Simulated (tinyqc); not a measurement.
Inside a calculation. Model: Keating valence-force model of a tetrahedral crystal. Computed by tinyqc, a small Python program that keeps every step. Command: `OMP_NUM_THREADS=1 python tinyqc.py 3002118 3002119 out.jsonl keating walk`. One thread of a shared host (Intel(R) Xeon(R) Processor @ 2.30GHz), about 0.03 s of CPU time with the checks. Intermediate numbers are printed to about 6 digits and carried at full precision; extremes and crossings named in words are read from the listed rows.

Atom A sits at 0 and atom B at a/4 (1,1,1) of an fcc lattice; the four bonds from A are t = a/4 (1,1,1), a/4 (1,-1,-1), a/4 (-1,1,-1), a/4 (-1,-1,1), of length d = sqrt(3) a/4. Energy: E = (3 alpha/(8 d^2)) sum over bonds (r.r - d^2)^2 + (3 beta/(8 d^2)) sum over pairs of bonds at one atom (r_i.r_j + d^2/3)^2; both atoms have the mass M. The cell holds two atoms, Omega = a^3/4. 1 N/m = 1 J/m^2.

Inputs (values chosen for the exercise, for a model crystal):
```
quantity               value      unit
lattice constant a     4.068  angstrom
atomic mass M           13.4         u
bond stretching alpha     57       N/m
bond bending beta       12.5       N/m
mesh divisions n           6         -
temperature T            900         K
```

Structure: diamond.

wave vector q (2 pi/a): 0.68  0.13  0

Constants: 1 eV/angstrom^2 = 16.02176634 J/m^2; nu for 1 eV/(angstrom^2 u) = 15.6333042 THz; 1 THz = 33.35640952 1/cm; u = 1.6605390666e-27 kg; h x 1 THz = 4.135667696 meV; k_B = 8.617333262e-05 eV/K.

## Dynamical matrix at q

With displacements u exp(i q.r), each bracket changes by g.u, where g = (g_A, g_B): bond t, g = (-2 t, 2 t exp(i q.t)); pair (i, j) at A, g = (-(t_i + t_j), t_i exp(i q.t_j) + t_j exp(i q.t_i)); pair at B, g = (-t_i exp(-i q.t_j) - t_j exp(-i q.t_i), t_i + t_j). Then D_mn = sum over the 4 bonds and 12 pairs of (4 k/a^2) conj(g_m) g_n / sqrt(M_m M_n), with k = alpha or beta converted to eV/angstrom^2.

D(q) (eV/(angstrom^2 u)):
```
                  A x               A y               A z               B x
A x           1.46637           0.01952  0.00000+0.03551i          -0.61085
A y           0.01952           1.29710  0.00000+0.00404i           0.14733
A z  0.00000-0.03551i  0.00000-0.00404i           1.30223  0.00000-0.08100i
B x          -0.61085           0.14733  0.00000+0.08100i           1.46637
B y           0.14733          -0.61085  0.00000+0.71145i           0.01952
B z  0.00000+0.08100i  0.00000+0.71145i          -0.61085  0.00000+0.03551i

                  B y               B z
A x           0.14733  0.00000-0.08100i
A y          -0.61085  0.00000-0.71145i
A z  0.00000-0.71145i          -0.61085
B x           0.01952  0.00000-0.03551i
B y           1.29710  0.00000-0.00404i
B z  0.00000+0.00404i           1.30223
```

## Frequencies at q

Diagonalise the Hermitian matrix D. An eigenvalue lambda of D in eV/(angstrom^2 u) gives nu = 15.6333042 THz x sqrt(lambda). The weight on A is the sum of |e|^2 over the three components of atom A.

frequencies (THz): 9.0642  9.3990  14.4521  22.3006  23.5232  23.6071

weights on atom A: 0.5  0.5  0.5  0.5  0.5  0.5

With equal masses the inversion that swaps the two atoms makes every weight one half.

## Elastic constants and internal strain

C11 = (alpha + 3 beta)/a, C12 = (alpha - beta)/a, C44 = 4 alpha beta/(a (alpha + beta)); with the two sublattices clamped C44(0) = (alpha + beta)/a; internal-strain parameter zeta = (alpha - beta)/(alpha + beta); B = (C11 + 2 C12)/3.

C11 = 232.301 GPa

C12 = 109.390 GPa

C44 = 100.804 GPa

clamped C44(0) = 170.846 GPa

internal-strain parameter zeta = 0.640288

bulk modulus B = 150.361 GPa

Letting the sublattices shift lowers C44 by 41 %, which is zeta^2. A shear is shared between bond lengths and angles. The model fixes 2 C44 (C11 + C12)/((C11 - C12)(C11 + 3 C12)) = 1.000 whatever alpha and beta are.

## Optical mode at the zone centre

mu = M/2; lambda = 4 (alpha + beta)/mu with the springs in eV/angstrom^2; nu = 15.6333042 THz x sqrt(lambda).

reduced mass mu = 6.7 u

Raman frequency = 25.1583 THz

the same as a wavenumber = 839.189 1/cm

## Frequencies at the zone boundary

The formulas are those given above.

Frequencies (THz) at points given in 2 pi/a:
```
point                 nu 1     nu 2     nu 3     nu 4     nu 5     nu 6
X (1, 0, 0)        10.6695  10.6695  19.3232  19.3232  22.7838  22.7838
L (0.5, 0.5, 0.5)   7.5445   7.5445  17.7415  20.0887  24.0004  24.0004
W (1, 0.5, 0)      11.8452  11.8452  17.7896  17.7896  23.4424  23.4424
K (0.75, 0.75, 0)   9.8573  12.8029  17.3903  18.7554  23.1467  23.6468
```

At X the two longitudinal modes are degenerate (19.32 THz), as the diamond symmetry demands.

## Lowest frequency at X

Take the lowest frequency at X = (1, 0, 0) 2 pi/a, the transverse acoustic (TA) mode.

TA frequency at X = 10.6695 THz

## Transverse acoustic branch against its sound line

The sound line is nu = v q/(2 pi) with v = sqrt(C44/rho), rho = (M_A + M_B)/Omega; the clamped line uses C44(0).

Frequencies (THz) along G-X; columns: (1) q (2 pi/a); (2) lowest branch; (3) sound line, relaxed C44; (4) sound line, clamped C44(0); (5) third-lowest frequency; (6) highest frequency:
```
(1)       (2)      (3)      (4)      (5)      (6)
0.05   0.7585   0.7589   0.9880   1.1515  25.1468
0.15   2.2649   2.2767   2.9639   3.4418  25.0561
0.30   4.4572   4.5533   5.9278   6.7989  24.7603
0.45   6.4955   6.8300   8.8917   9.9916  24.3053
0.60   8.2781   9.1067  11.8556  12.9502  23.7574
0.75   9.6697  11.3833  14.8194  15.6187  23.2257
0.90  10.5024  13.6600  17.7833  17.9580  22.8613
1.00  10.6695  15.1778  19.7593  19.3232  22.7838
```

At small q the branch follows the relaxed line (0.999 of it, against 0.768 of the clamped one): in a long shear wave the sublattices shift against each other. At X it reaches 70 % of the relaxed line. Real tetrahedral semiconductors have flatter TA branches than a Keating model fitted to their elastic constants, which needs longer-ranged terms to mend.

## Thermal sums on a mesh

Mesh: q = sum_i (m_i + 1/2)/n b_i, m_i = 0..n-1, with b = [[-1, 1, 1], [1, -1, 1], [1, 1, -1]] in 2 pi/a; sums over the six modes are averaged over the n^3 points and halved, per atom. With x = h nu/(k_B T) and n = 1/(exp(x) - 1) for each mode: F = k_B T [x/2 + ln(1 - exp(-x))], U = k_B T x (n + 1/2), S/k_B = x n - ln(1 - exp(-x)), C/k_B = x^2 n (n + 1). The acoustic share counts the three lowest modes at each q; zero-point energy = sum h nu/2.

free energy F = -38.8311 meV/atom

entropy S = 3.73072 k_B/atom

heat capacity C = 2.77974 k_B/atom

acoustic share of C = 0.523269

zero-point energy = 104.891 meV/atom

C is 93 % of the classical value; acoustic and optical modes carry nearly equal shares.

Checks made by the program: slopes of the acoustic branches along [110] against C11, C12 and the relaxed C44 (relative difference 1e-06); zone-centre optical mode against D(q = 0) (relative difference below 1e-10); longitudinal modes at X against the diagonal of D (relative difference below 1e-10).
